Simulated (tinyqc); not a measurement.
## Space-charge-limited current with shallow traps: effect of the thickness

One carrier type, drift only, an injecting contact at x = 0 (zero field) and thickness L. The share th = y/(1 + y), y = (Nc/Nt) exp(-Et/kB T), of the injected charge is free: J = q mu n F, eps0 eps_r dF/dx = q (n - n0)/th.

Ohmic J = q n0 mu V/L; Mott-Gurney J = (9/8) th eps0 eps_r mu V^2/L^3; they cross at Vx = 8 q n0 L^2/(9 th eps0 eps_r); traps fill at V_TFL = q Nt L^2/(2 eps0 eps_r). Exact: with u = n0/n(L), w = -u - ln(1 - u) and v = -u - u^2/2 - ln(1 - u), V = (q n0 L^2/(th eps0 eps_r)) v/w^2 and J = q^2 n0^2 mu L/(th eps0 eps_r w).

Inputs (values chosen for the exercise): temperature T = 300 K; relative permittivity eps_r = 24.7; mobility mu = 17 cm^2/(V s); band density of states Nc = 2.7e19 cm^-3; trap density Nt = 4.4e16 cm^-3; trap depth Et = 0.28 eV; free carrier density in equilibrium n0 = 1.7e12 cm^-3; voltage V = 7.4 V.

Constants: q = 1.602176634e-19 C, kB = 1.380649e-23 J/K, Vt = kB T/q, eps0 = 8.8541878128e-14 F/cm where lengths are in cm. Results are converted to the units shown.

Result of one run:
```
J (A/cm^2),ohmic (A/cm^2),Mott-Gurney (A/cm^2),d ln J/d ln V
0.9194,0.1071,0.8382,1.911
```

Which thickness L gave this result: 780, 2000, 3200 or 5100 nm?

L = 3200 nm.

The whole series:
```
L (nm),J (A/cm^2),ohmic (A/cm^2),Mott-Gurney (A/cm^2),d ln J/d ln V
780,58.21,0.4393,57.88,1.994
1200,16.11,0.2855,15.89,1.987
2000,3.562,0.1713,3.433,1.964
3200,0.9194,0.1071,0.8382,1.911
5100,0.2588,0.06718,0.2071,1.795
```

J falls from 58.2 to 0.259 A/cm^2, as L^(-2.98) between the first two rows and L^(-2.72) between the last two (space charge -3, ohmic -1). The thickness law marks a bulk-limited current; an electrode-limited one depends on V/L alone. For L = 780 V exceeds half of V_TFL, which goes as L^2, so trap filling, left out here, would raise the current.

Range of the model: Diffusion and a field-dependent mobility are left out. With injecting contacts the diffusion current, about 4 pi^2 Vt th eps0 eps_r mu V/L^3, equals the Mott-Gurney current at V = 35 kB T/q (0.9 V at 300 K), so the drift-only result needs V well above that.

Computed by the program tinyqc: `OMP_NUM_THREADS=1 python tinyqc.py 2370051 2370052 out.jsonl`, one thread of a shared Intel Xeon 2.30GHz, about 0.01 s for the whole run.
